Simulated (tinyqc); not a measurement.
Trap-assisted generation and recombination current of an abrupt junction. Changing the acceptor density N_A. Computed by tinyqc, a small Python program. Command: `OMP_NUM_THREADS=1 python tinyqc.py 3006031 3006032 out.jsonl junctionleak sweep`. One thread of a shared host (Intel(R) Xeon(R) Processor @ 2.30GHz), about 0.02 s of CPU time with the checks.

Depletion approximation, flat quasi-Fermi levels across the depleted layer, long neutral regions with minority lifetimes tau_n and tau_p, full ionisation and Boltzmann statistics. Voltages in exponents stand for e V.

Inputs (values chosen for the exercise, for a model semiconductor):
```
quantity,value,unit
gap E_g,1.7,eV
electron mass m_e,0.102,m_0
valleys M_c,1,-
hole mass m_h,0.665,m_0
dielectric constant eps,10.2,-
donor density N_D,1.1e+18,cm^-3
capture time tau_n,7.4e-05,s
capture time tau_p,1.9e-07,s
trap level E_t - E_i,0,eV
electron diffusion coefficient D_n,12,cm^2/s
hole diffusion coefficient D_p,2.9,cm^2/s
reverse bias V_r,6.5,V
temperature T,450,K
tunnelling mass m_t,0.2,m_0
```

Field enhancement: Hurkx tunnelling factor.

Constants: k_B = 8.617333262e-05 eV/K; m_0 = 9.1093837015e-31 kg; k_B = 1.380649e-23 J/K; h = 6.62607015e-34 J s; e = 1.602176634e-19 C; eps_0 = 8.8541878128e-12 F/m; hbar = 1.054571817e-34 J s.

Method:
- N_c = 2 M_c (2 pi m_e k_B T/h^2)^(3/2) and N_v = 2 (2 pi m_h k_B T/h^2)^(3/2), masses in units of m_0.
- n_i = sqrt(N_c N_v) exp(-E_g/2 k_B T); V_bi = (k_B T/e) ln(N_A N_D/n_i^2); diffusion saturation current J_d0 = e n_i^2 [sqrt(D_n/tau_n)/N_A + sqrt(D_p/tau_p)/N_D].
- W = sqrt(2 eps eps_0 (V_bi - V)(1/N_A + 1/N_D)/e), x_p = W N_D/(N_A + N_D), x_n = W - x_p, peak field F_m = 2 (V_bi - V)/W; reverse bias means V = -V_r.
- Both capture times are divided by 1 + Gamma, Gamma = 2 sqrt(3 pi) (F/F_G) exp((F/F_G)^2), F_G = sqrt(24 m_t (k_B T)^3)/(e hbar) (the low-field Hurkx form), F being the local field, linear in x from 0 at the edges to F_m.
- Potential from the p edge: phi = (V_bi - V) x^2/(x_p W) on the p side and (V_bi - V)[1 - (W - x)^2/(x_n W)] on the n side; p = N_A exp(-phi/k_B T), n = n_i^2 exp(V/k_B T)/p; U = (n p - n_i^2)/[tau_p (n + n_i exp(dE/k_B T)) + tau_n (p + n_i exp(-dE/k_B T))], dE = E_t - E_i, n1 = n_i exp(dE/k_B T), p1 = n_i exp(-dE/k_B T); J_t = e int U dx by the trapezoid rule on 400 intervals on each side.
- Generation lifetime tau_g = tau_p exp(dE/k_B T) + tau_n exp(-dE/k_B T); textbook estimate e n_i W/tau_g; generation current J_g = -J_t; total = J_g + J_d0 (1 - exp(-V_r/k_B T)).

One run for each value:
```
acceptor density N_A (cm^-3),generation current (A/cm^2),peak field F_m (V/cm),W (nm),J_d0 (A/cm^2),total reverse current (A/cm^2)
1.00e+15,1.1137e-09,5.2567e+04,2965.8,2.2330e-13,1.1140e-09
3.00e+15,7.5557e-10,9.1214e+04,1718.6,7.5735e-14,7.5565e-10
1.00e+16,5.4322e-10,1.6650e+05,947.1,2.4087e-14,5.4325e-10
3.00e+16,4.5534e-10,2.8660e+05,553.2,9.3305e-15,4.5535e-10
1.00e+17,4.9050e-10,5.0925e+05,313.2,4.1657e-15,4.9051e-10
3.00e+17,9.1035e-10,8.1880e+05,195.8,2.6900e-15,9.1036e-10
1.00e+18,4.6088e-09,1.2241e+06,131.7,2.1736e-15,4.6088e-09
3.00e+18,2.8242e-08,1.5214e+06,106.6,2.0260e-15,2.8242e-08
```

Over the rows, generation current (A/cm^2) goes from 1.11e-9 through a minimum among these rows, 4.55e-10 at 3.00e16, to 2.82e-8; peak field F_m (V/cm) rises from 52600 to 1.52e6 (exponent d ln y / d ln x 0.50 between the first rows and 0.20 between the last); W (nm) falls from 2970 to 107 (exponent d ln y / d ln x -0.50 between the first rows and -0.19 between the last). At the low end the exponent of W is -0.50, close to -0.50: the lightly doped side holds the layer. Heavier doping first lowers the generation current by narrowing the layer, then raises it through the field.

Caution (all rows): one side is doped near or above its effective density of states, so Boltzmann statistics understate V_bi. Caution (rows 3.00e17, 1.00e18, 3.00e18): at such a field avalanche multiplication or band-to-band tunnelling, left out here, may dominate the reverse current.

Extremes, crossings and ranges named in words are read from the listed rows.
